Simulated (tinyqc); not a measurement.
Short-channel transistor, virtual-source model with series resistance: one step of the calculation.

The current per gate width is the charge at the top of the source barrier (the virtual source) times its velocity times a saturation function; al and be are fitting constants of the model. Units: I in uA/um, Rs in ohm um, so I Rs = 1e-6 I Rs in volts; Q in uC/cm^2, so I = 1e-4 Q vx0 Fsat with vx0 in cm/s.

Problem. What the series resistance costs. Intrinsic voltages Vg' = Vgs - I Rs, Vd' = Vds - 2 I Rs. n = n0 + nd Vd', VT = VT0 - dl Vd', Ff = 1/(1 + exp((Vg' - VT + al Vt/2)/(al Vt))), Q = Cinv n Vt ln(1 + exp((Vg' - VT + al Vt Ff)/(n Vt))), Vdsat = (vx0 L/mu)(1 - Ff) + Vt Ff, Fsat = u/(1 + u^be)^(1/be) with u = Vd'/Vdsat, and I = Q vx0 Fsat per width. I0 is the current for Rs = 0. Effective velocity I/Q; transit time L Q/I.

Parameters, values chosen for the exercise:
- T = 293 K (temperature)
- Cinv = 1.72 uF/cm^2 (inversion capacitance)
- vx0 = 1.97e7 cm/s (velocity at the virtual source)
- mu = 290 cm^2/(V s) (apparent mobility)
- L = 16 nm (channel length)
- VT0 = 0.336 V (threshold at zero drain voltage)
- dl = 0.09 V/V (drain-induced barrier lowering)
- n0 = 1.24 (subthreshold factor)
- nd = 0 1/V (growth of n with drain voltage)
- al = 3.5 (threshold shift (in units of Vt) from weak to strong inversion)
- be = 1.8 (sharpness of saturation)
- Rs = 120 ohm um (series resistance of each contact)
- Vgs = 1 V (gate voltage)
- Vds = 1 V (drain voltage)

Constants: q = 1.602176634e-19 C, kB = 1.380649e-23 J/K, Vt = kB T/q. Results are converted to the units shown.

converged I = 1697.1553 uA/um
I0 = 2529.1262 uA/um

Give: loss against I0; effective velocity; transit time.

Solution.

loss against I0 = 32.90 %
effective velocity = 1.920e7 cm/s
transit time = 0.08332 ps

The carriers leave the virtual source at 97.5 % of vx0: the device is in saturation.

Computed by the program tinyqc: `OMP_NUM_THREADS=1 python tinyqc.py 2380165 2380166 out.jsonl`, one thread of a shared Intel Xeon 2.30GHz, about 0.02 s for the whole run.
